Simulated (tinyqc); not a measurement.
Inside a calculation. Model: internal photoemission over an interface barrier.

Numbers from tinyqc (`OMP_NUM_THREADS=1 python tinyqc.py 2410138 2410139 out.jsonl`; about 0.01 s on one thread of a shared Intel Xeon 2.30GHz). Printed values are rounded.

Electrons are excited from the valence band of a semiconductor over the barrier Phi(F) = P0 - sqrt(q F/(4 pi eps0 ei)), whose top lies at xm = sqrt(q/(16 pi eps0 ei F)). The yield is Y = A (hv - Phi)^p exp(-xm/l), with A = 1 here.

Parameters, values chosen for the exercise; dielectric values close to those of zirconium oxide: barrier at zero field P0 = 2.56 eV; image-force permittivity ei = 4.69; scattering length in the image well l = 1.7 nm; field in the dielectric F = 0.7 MV/cm.

Constants: q = 1.602176634e-19 C, h = 6.62607015e-34 J s, c = 299792458 m/s, eps0 = 8.8541878128e-14 F/cm where lengths are in cm. Results are converted to the units shown.

## Barrier in the field

Lowering P0 - Phi, barrier, position of its top, scattering factor and threshold wavelength.

lowering = 146.602 meV
Phi = 2.41340 eV
xm = 1.04715 nm
exp(-xm/l) = 0.540115
threshold wavelength h c/(q Phi) = 513.733 nm

## Threshold from a spectrum

| point | hv (eV) | Y |
|---|---|---|
| 0 | 2.56 | 0.001736 |
| 1 | 2.69 | 0.01184 |
| 2 | 2.82 | 0.03725 |
| 3 | 2.95 | 0.08193 |
| 4 | 3.08 | 0.1583 |
| 5 | 3.21 | 0.277 |

The yields were made at this field with a scatter of 2 %. Fit Y^(1/n) on hv by least squares for n = 2 and n = 3; the zero of the line is the threshold.

| point | Y^(1/2) | Y^(1/3) |
|---|---|---|
| 0 | 0.0416653 | 0.120185 |
| 1 | 0.108812 | 0.227921 |
| 2 | 0.193003 | 0.333971 |
| 3 | 0.286234 | 0.434324 |
| 4 | 0.397869 | 0.540954 |
| 5 | 0.526308 | 0.651868 |

threshold for n = 2 = 2.53674 eV
threshold for n = 3 = 2.41144 eV

The right exponent, 3, gives 2.411 eV against Phi = 2.413 eV; the wrong one is off by 123 meV.
